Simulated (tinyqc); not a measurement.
Time-domain thermoreflectance: layered heat flow under a modulated pulse train, and what the signal ratio measures: one step, computed by the program tinyqc. Command: `OMP_NUM_THREADS=1 python tinyqc.py 3114394 3114395 out.jsonl tdtr walk`. One thread of a shared host (Intel(R) Xeon(R) Processor @ 2.30GHz), about 0.1 s of CPU time with the checks.

Pulses repeat at 80 MHz; heat is laid down at the surface, all layers are isotropic.

Task: Length and time scales. Penetration depth sqrt(kappa/(pi f C)); effusivity sqrt(kappa C); cooling time of the metal d C_m/G; Kapitza length kappa/G.

Inputs (values chosen for the exercise, modelled on aluminium on silica): metal thickness d = 67 nm; metal heat capacity = 2.42 MJ/(m^3 K); boundary conductance G under the metal = 32 MW/(m^2 K); substrate conductivity kappa = 1.31 W/(m K); substrate heat capacity C = 1.63 MJ/(m^3 K); modulation frequency f = 1 MHz; spot radius w (1/e^2, pump and probe) = 24 micrometre.

Stack: metal, substrate.

Give: penetration depth; effusivity; cooling time of the metal; Kapitza length; depth over spot radius.

Result:

penetration depth = 0.50579 micrometre

effusivity = 1461.3 W s^(1/2)/(m^2 K)

cooling time of the metal = 5066.875 ps

Kapitza length = 40.9375 nm

depth over spot radius = 0.021074
